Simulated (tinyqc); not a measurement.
# Band bending at a free surface with one surface level, surface photovoltage and Kelvin probe: effects of single changes

n-type bulk, xi = Ec - EF = Vt ln(Nc/Nd), p0 = ni^2/Nd, ni = sqrt(Nc Nv) exp(-Eg/(2 Vt)), Eg in volts. b is the upward band bending, u = b/Vt. Space charge per area, in units of q: Qc = sign(b) sqrt((2 eps0 eps_r Vt/q) [(Nd + dn)(exp(-u) - 1) + Nd u + (p0 + dn)(exp(u) - 1)]), with dn the excess density under light (flat quasi-Fermi levels; 0 in the dark). The level holds -Ns f, f = 1/(1 + exp((xi + b - Es)/Vt)). Neutrality: Qc + Qf + (charge of the states) = 0.

Values chosen for this exercise; band and dielectric values close to those of 4H silicon carbide: temperature T = 300 K; band gap Eg = 3.24 eV; relative permittivity eps_r = 9.72; conduction-band density of states at T Nc = 1.7e19 cm^-3; valence-band density of states at T Nv = 2.47e19 cm^-3; donor density Nd = 4.1e16 cm^-3; fixed positive charge at the surface Qf = 0 cm^-2; density of an acceptor-like surface level Ns = 5.4e11 cm^-2; its depth below the conduction edge Es = 0.84 eV.

Constants: q = 1.602176634e-19 C, kB = 1.380649e-23 J/K, Vt = kB T/q, eps0 = 8.8541878128e-14 F/cm where lengths are in cm. Results are converted to the units shown.

Each table varies one quantity; the others keep the values above.

## Pinning by the surface states

b solves the neutrality condition in the dark.

Results:
```
Ns (cm^-2)	b (V)	xi + b (eV)	Qc (cm^-2)
2.4e10	0.0086827	0.16450	2.4000e10
6.7e10	0.026917	0.18274	6.7000e10
5.1e11	0.58837	0.74419	4.9777e11
1.4e12	0.69595	0.85177	5.4329e11
3.9e12	0.73050	0.88632	5.5712e11
1.1e13	0.75940	0.91522	5.6843e11
2.9e13	0.78487	0.94069	5.7821e11
8.1e13	0.81132	0.96714	5.8820e11
```

Estimate the missing row, Ns = 1.8e11 cm^-2.

Computed row:
```
Ns (cm^-2)	b (V)	xi + b (eV)	Qc (cm^-2)
1.8e11	0.098845	0.25466	1.8000e11
```

With this row back in the table: b rises from 0.00868 to 0.811 V. The level is over 95 % full (Qc near Ns - Qf) in the 4 rows with xi + b more than 3 Vt short of Es = 0.84 eV. Beyond that it empties, and between the last two rows b gains only 59.3 mV a decade.

## Photovoltage against injection

Same model as above.

Under chopped light the surface charge keeps its dark value, so b falls to bL with Qc(bL, dn) = Qc(b, 0); the photovoltage is b - bL.

Results:
```
dn (cm^-3)	bL (V)	photovoltage (mV)	share of b removed (%)
4.7e7	0.5535	58.93	9.622
4.5e8	0.5095	102.9	16.80
4.1e10	0.4103	202.1	33.00
4e11	0.3574	255.0	41.64
3.8e12	0.3041	308.3	50.34
3.7e13	0.2495	362.9	59.26
3.5e14	0.1951	417.4	68.15
3.4e15	0.1397	472.7	77.19
3.2e16	0.08615	526.3	85.93
3.1e17	0.03994	572.5	93.48
```

Estimate the missing row, dn = 4.3e9 cm^-3.

Computed row:
```
dn (cm^-3)	bL (V)	photovoltage (mV)	share of b removed (%)
4.3e9	0.4611	151.3	24.71
```

With this row back in the table: The photovoltage rises from 58.9 to 573 mV, towards the full b = 612 mV. Its steepest rise is 56.1 mV a decade (Vt ln 10 = 59.5 mV), and it reaches 93.5 % of b in the last row: even strong light does not flatten the bands fully, so a saturation reading understates b. For dn = 3.1e17 the injection is high, and a Dember voltage, left out here, adds to the signal.

Program tinyqc, `OMP_NUM_THREADS=1 python tinyqc.py 2430015 2430016 out.jsonl`; Intel Xeon 2.30GHz, shared host, one thread, about 0.01 s.
